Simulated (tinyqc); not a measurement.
Zener tunnelling in a reverse-biased junction, two-band WKB: one step of the calculation.

Abrupt p-n junction, depletion approximation. Energies E are counted from the conduction-band edge of the neutral n side; its Fermi level lies at dn, that of the p side at dn - V, and the valence-band edge of the neutral p side at Em = dn + dp - V. Tunnelling needs 0 < E < Em. Two-band dispersion with equal masses m: inside the gap kappa = sqrt(m u (1 - u/Eg)/C), u the distance from a band edge, C = hbar^2/(2 m0).

Problem. Width, field and exponent. W = sqrt(2 eps0 eps_r (Vbi - V)(1/Na + 1/Nd)/q), mean field F = (Vbi - V)/W, peak field 2 F. In a uniform field F the exponent is S = pi sqrt(m/C) Eg^1.5/(4 F). Transverse energy Et = C kt^2/m raises it to S (1 + 4 Et/Eg), so T = exp(-S) exp(-Et/Eb) with Eb = Eg/(4 S). KJ = (2 q^2/h) m/(4 pi C) (times 1e14 for A/cm^2 per eV^2).

Values chosen for this exercise; band and dielectric values close to those of indium arsenide:

| symbol | value | unit | meaning |
|---|---|---|---|
| Eg | 0.349 | eV | band gap |
| eps_r | 15.3 |  | relative permittivity |
| m | 0.025 | m0 | band-edge mass of the two-band model |
| Na | 3.3e19 | cm^-3 | acceptor density |
| Nd | 9.1e17 | cm^-3 | donor density |
| V | -2.5 | V | bias of the p side |

Constants: q = 1.602176634e-19 C, hbar = 1.054571817e-34 J s, m0 = 9.1093837015e-31 kg, eps0 = 8.8541878128e-14 F/cm where lengths are in cm, hbar^2/(2 m0) = 0.0380998212 eV nm^2. Results are converted to the units shown.

Vbi = 0.57315027 V

Find: W; mean field; S; exp(-S); Eb; tunnelling length Eg/F.

Solution.

W = 76.61 nm
mean field = 0.4012 MV/cm
S = 3.270
exp(-S) = 0.03802
Eb = 26.68 meV
tunnelling length Eg/F = 8.700 nm

Range of the model: Parabolic densities of states, no band tails and no gap narrowing, all of which matter at such doping.

Program tinyqc, `OMP_NUM_THREADS=1 python tinyqc.py 2620077 2620078 out.jsonl`; Intel Xeon 2.30GHz, shared host, one thread, about 0.01 s.
